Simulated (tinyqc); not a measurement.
## Access strength from the read disturbance

Inverse problem. Transistor (EKV form, voltages against the body): I = 2 n b Vt^2 [F(vp - Vs) - F(vp - Vd)] from drain to source, F(v) = ln^2(1 + exp(v/(2 Vt))), vp = (Vg - VT + sg |Vd - Vs|)/n. n-channel bodies are at 0; for the p-channel device all voltages are counted down from Vdd. b in uA/V^2 gives I in uA. In an SRAM read the low node Q obeys In(gate QB, drain Q) = Ip(gate QB, drain Q) + Ia, where the access transistor (threshold VTn) has its gate and drain at Vdd and its source at Q. Find Ia, ba and the cell ratio bn/ba.

Inputs (values chosen for the exercise): temperature T = 273 K; supply voltage Vdd = 0.7 V; slope factor n = 1.44; drain-induced barrier lowering sg = 0.046; n-channel threshold VTn = 0.41 V; p-channel threshold (magnitude) VTp = 0.45 V; gain factor of the pull-down transistor bn = 260 uA/V^2; gain factor of the pull-up transistor bp = 68 uA/V^2.

Constants: q = 1.602176634e-19 C, kB = 1.380649e-23 J/K, Vt = kB T/q. Results are converted to the units shown.

Q and QB in the read (V): [0.054107102, 0.69999774]

Solution. The node equation gives Ia, which is proportional to ba.

Ia = 3.51 uA
ba = 170 uA/V^2
cell ratio = 1.53

Program tinyqc, `OMP_NUM_THREADS=1 python tinyqc.py 2340006 2340007 out.jsonl`; Intel Xeon 2.30GHz, shared host, one thread, about 0.1 s.
